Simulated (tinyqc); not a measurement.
What each parameter does: temperature and isotope dependence of a band gap in oscillator models.

E(T) = E0 - sum_i sl_i th_i n_i(T), n = 1/(exp(th/T) - 1). The same coupling lowers the gap at 0 K by the zero-point term ZP = sum_i sl_i th_i/2, so the gap of the static lattice is E0 + ZP. Thermal expansion is taken as part of the slopes.

Parameters, chosen for this exercise (near those of GaN; not measured data):
```
symbol  value             unit   meaning
E0      3.509             eV     gap at 0 K
th      (283, 788)        K      temperatures of two oscillators
sl      (0.2153, 0.3827)  meV/K  their high-temperature slopes
T       150               K      temperature
```

Gap at T, slope -sum sl_i (th_i/T)^2 n_i (1 + n_i) and ZP.

One parameter was then changed.

Results before and after:
```
case     E(T) (eV)  dE/dT (meV/K)  ZP (meV)
base        3.4965        -0.2172    181.25
changed     3.4933        -0.2656    190.39
```

Which of these changes was made? (a) sl = (0.2799, 0.3827) meV/K; (b) T = 190 K; (c) th = (283, 945) K; (d) E0 = 3.519 eV.

Answer: (a) sl = (0.2799, 0.3827) meV/K. Of the candidates, run in turn, only this one gives the changed row.

All candidates:
```
case                         E(T) (eV)  dE/dT (meV/K)  ZP (meV)
base                            3.4965        -0.2172    181.25
T = 190 K                       3.4864        -0.2870    181.25
E0 = 3.519 eV                   3.5065        -0.2172    181.25
th = (283, 945) K               3.4974        -0.1894    211.29
sl = (0.2799, 0.3827) meV/K     3.4933        -0.2656    190.39
```

Computed by tinyqc, a small Python program: `OMP_NUM_THREADS=1 python tinyqc.py 1850582 1850583 out.jsonl` (the numbers bound the seed that draws the inputs); one thread of a shared host (Intel(R) Xeon(R) Processor @ 2.30GHz), about 0.01 s for the whole set of steps.
